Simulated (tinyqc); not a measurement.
# Size effects in the resistivity of thin metal films and interconnect lines, step by step

A worked calculation. Computed by tinyqc, a small Python program that keeps every step. Command: `OMP_NUM_THREADS=1 python tinyqc.py 3005604 3005605 out.jsonl size walk`. One thread of a shared host (Intel(R) Xeon(R) Processor @ 2.30GHz), about 0.01 s of CPU time with the checks. Intermediate numbers are printed to about 6 digits and carried at full precision; extremes and crossings named in words are read from the listed rows.

Electrons lose their drift at surfaces (a share 1 - p of the hits) and at grain boundaries (reflection R), besides bulk scattering. The line sits in a trench with a non-conducting liner on both walls and the bottom; the spacing equals the drawn width.

Inputs (values chosen for the exercise, modelled on tungsten):

| quantity | value | unit |
|---|---|---|
| bulk resistivity rho_b | 5.12 | microohm cm |
| bulk mean free path lambda | 16 | nm |
| specularity p | 0 | - |
| grain-boundary reflection R | 0.39 | - |
| drawn line width w | 130 | nm |
| grain size over metal width | 2.2 | - |
| aspect ratio (height over width) | 2.8 | - |
| liner thickness t | 2.3 | nm |
| line length | 43 | micrometre |
| permittivity of the dielectric k | 3.3 | - |
| competitor: rho_b relative to this metal | 3.9 | - |
| competitor: lambda relative to this metal | 0.13 | - |
| competitor: liner relative to t | 0 | - |

Geometry: line.

Constants: eps_0 = 8.8541878128e-12 F/m.

## Metal cross-section

Metal width w_m = w - 2t, height h_m = (aspect ratio) w - t, grain size D = (ratio) w_m.

metal width w_m = 125.4 nm

metal height h_m = 361.7 nm

grain size D = 275.88 nm

share of the trench filled by metal = 95.8520 %

## Grain boundaries

Mayadas-Shatzkes: alpha = (lambda/D) R/(1 - R); rho_b/rho = 1 - 3 alpha/2 + 3 alpha^2 - 3 alpha^3 ln(1 + 1/alpha).

alpha = 0.0370796

rho/rho_b from grains = 1.05486

The linear estimate 1 + 3 alpha/2 gives 1.056, within 2 %.

## Surfaces

Fuchs-Sondheimer film: rho_b/rho = 1 - (3/(2 kappa))(1 - p) int_0^1 (s - s^3)(1 - exp(-kappa/s))/(1 - p exp(-kappa/s)) ds, f = rho/rho_b, kappa = thickness/lambda, 80 Gauss-Legendre points. Line: the excess of a film of thickness w_m and of a film of thickness h_m are added, rho/rho_b = 1 + (f(w_m) - 1) + (f(h_m) - 1), an estimate that holds best when both sides exceed lambda.

kappa = w_m/lambda = 7.8375

f(w_m) = 1.05025

f(h_m) = 1.01687

rho/rho_b from surfaces = 1.06712

## Resistance and delay

Total: rho = rho_b [1 + surface excess + grain excess]; resistance per length rho/(w_m h_m); capacitance per length C = 2 k eps_0 (aspect ratio + 1/2), a parallel-plate estimate for two neighbours plus a fixed term for the planes above and below; delay 0.38 R C L^2; effective resistivity per drawn area.

resistivity rho = 5.74451 microohm cm

resistance per length = 1.26651 ohm/micrometre

capacitance per length = 0.192844 fF/micrometre

RC delay = 0.171607 ps

effective resistivity per drawn area = 5.99310 microohm cm

Of the factor 1.17 over bulk, scattering gives 1.12 and the liner 1.04; within scattering, surfaces outweigh grain boundaries (0.05 against 0.07, grains first).

## A short-path metal as competitor

w_m = w - 2t, h_m = (aspect ratio) w - t, D = (ratio) w_m; rho = rho_b [1 + surface excess + grain excess]. Effective resistivity rho (aspect ratio) w^2/(w_m h_m) for the metal with its liner, for the same metal without liner, and for a competitor with its own rho_b, lambda and liner, and for that competitor with the liner t; p, R, aspect and grain ratios are the same.

Effective resistivity (microohm cm):

| w (nm) | this metal | without liner | competitor | competitor, liner t |
|---|---|---|---|---|
| 200 | 5.672 | 5.5107 | 20.1644 | 20.728 |
| 100 | 6.283 | 5.9101 | 20.3613 | 21.538 |
| 50 | 7.711 | 6.7363 | 20.7565 | 23.321 |
| 30 | 10.112 | 7.8727 | 21.2867 | 26.108 |
| 20 | 14.108 | 9.3087 | 21.9552 | 30.454 |
| 14 | 21.610 | 11.1461 | 22.8246 | 38.114 |
| 10 | 39.139 | 13.5576 | 24.0022 | 54.785 |
| 7 | 114.147 | 17.0844 | 25.8039 | 119.103 |

The competitor wins below a width between 14.0 and 10.0 nm. In narrow lines rho scales as rho_b lambda/w, and the product rho_b lambda of the competitor is 0.51 times this metal's. At the narrowest width the liner costs this metal a factor 6.68. With the same liner the competitor wins nowhere in the table; at the narrowest width the thinner liner lowers it from 119 to 25.8. Rows with w - 2t below lambda stretch the additive estimate. Metal widths below about 5 nm are outside this semiclassical model.

Checks made by the program: grain-boundary formula against its angular integral 3 int_0^1 c^3/(c + alpha) dc (relative difference below 1e-10).
